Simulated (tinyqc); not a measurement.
## Junction parameters from two forward currents

Question. D(v) = J1 (exp(v/Vt) - 1) + J2 (exp(v/(2 Vt)) - 1). Find J1, J2 and the voltage 2 Vt ln(J2/J1) near which both parts are equal.

Values chosen for this exercise:

| symbol | value | unit | meaning |
|---|---|---|---|
| T | 358 | K | temperature |

Constants: q = 1.602176634e-19 C, kB = 1.380649e-23 J/K, Vt = kB T/q. Results are converted to the units shown.

junction voltages (V): [0.34, 0.68]
currents (uA/um): [1.0153588e-6, 0.0050931429]

Answer. The current is linear in J1 and J2, so two points give two equations.

J1 = 1.300e-12 uA/um
J2 = 3.800e-9 uA/um
crossover = 0.4924 V

Program tinyqc, `OMP_NUM_THREADS=1 python tinyqc.py 2182158 2182159 out.jsonl`; Intel Xeon 2.30GHz, shared host, one thread, about 0.2 s.
